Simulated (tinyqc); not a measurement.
Speciation in dilute and buffered hydrofluoric acid, oxide etch rate and bath loading: one step, computed by the program tinyqc.

Concentrations stand for activities, NH4+ and Cl- are spectators, and water ionisation is neglected. H, F and HF2 denote the ions H+, F- and HF2-. The base temperature is 298 K.

Task: One trial. Fluoride balance: [HF] + [F] + 2 [HF2] + 2 [H2F2] = HF added + NH4F added. Acid balance: [H] + [HF] + [HF2] + 2 [H2F2] = HF added + HCl added. For a trial [H], [HF] = [H][F]/K1, and the fluoride balance is a quadratic in [F]. Take pH = 3. The residual is the left side of the acid balance less the right.

Inputs (values chosen for the exercise, of the order of those for thermal oxide at room temperature):
```
quantity                 value   unit
HF added                  0.12  mol/L
NH4F added                0.13  mol/L
HCl added                    0  mol/L
K1 = [H][F]/[HF]      0.000668  mol/L
K2 = [HF2]/([HF][F])      4.43  L/mol
K3 = [H2F2]/[HF]^2        2.57  L/mol
```

Give: [F]; [HF]; [HF2]; [H2F2]; residual.

Result:

[F] = 0.061986 mol/L

[HF] = 0.092793 mol/L

[HF2] = 0.025481 mol/L

[H2F2] = 0.022129 mol/L

residual = 0.043533 mol/L

The residual is positive: the trial holds too much acid, so the pH lies above 3.
